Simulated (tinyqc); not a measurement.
## Body thickness for a wanted scale length

Question. A double-gate structure has tan(pi ti/Lambda) tan(pi ts/(2 Lambda)) = ei/eps_r, both angles below pi/2. Find ts.

Parameters, values chosen for the exercise; permittivities: semiconductor made up, insulator close to that of silicon nitride: relative permittivity of the semiconductor eps_r = 11.7; relative permittivity of the insulator ei = 7.27; insulator thickness ti = 4.1 nm.

Lambda = 21.265337 nm

Answer. The condition is explicit in ts: an arctangent, taken between 0 and pi/2.

ts = 9.900 nm

Computed by the program tinyqc: `OMP_NUM_THREADS=1 python tinyqc.py 2420156 2420157 out.jsonl`, one thread of a shared Intel Xeon 2.30GHz, about 0.01 s for the whole run.
